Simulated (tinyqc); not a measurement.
# Film and buried-oxide thickness from two coupling ratios

Problem. In a depleted film -dVT/dVb is k1 = Cs Cbox/(Cox (Cs + Cbox)) for a front channel and k2 = Cbox (Cox + Cs)/(Cox Cs) for a back channel, with Cox = eps0 eox/tox, Cs = eps0 eps_r/ts, Cbox = 3.9 eps0/tb. Find ts and tb.

Parameters, values chosen for the exercise; band and dielectric values close to those of silicon:
- eps_r = 11.5 (relative permittivity)
- eox = 3.9 (relative permittivity of the gate insulator (close to silicon dioxide))
- tox = 1.7 nm (insulator thickness)

coupling ratios for a front and a back channel: [0.089147287, 0.38463768]

Solution. With y = Cox/Cs and z = Cox/Cbox, 1/k1 = y + z and k2 = (1 + y)/z, so y = (k2/k1 - 1)/(1 + k2); the thicknesses follow from y and z.

ts = 12.00 nm
tb = 15.00 nm

tinyqc, about 0.6 s, one thread, Intel Xeon 2.30GHz (shared host): `OMP_NUM_THREADS=1 python tinyqc.py 2190103 2190104 out.jsonl`
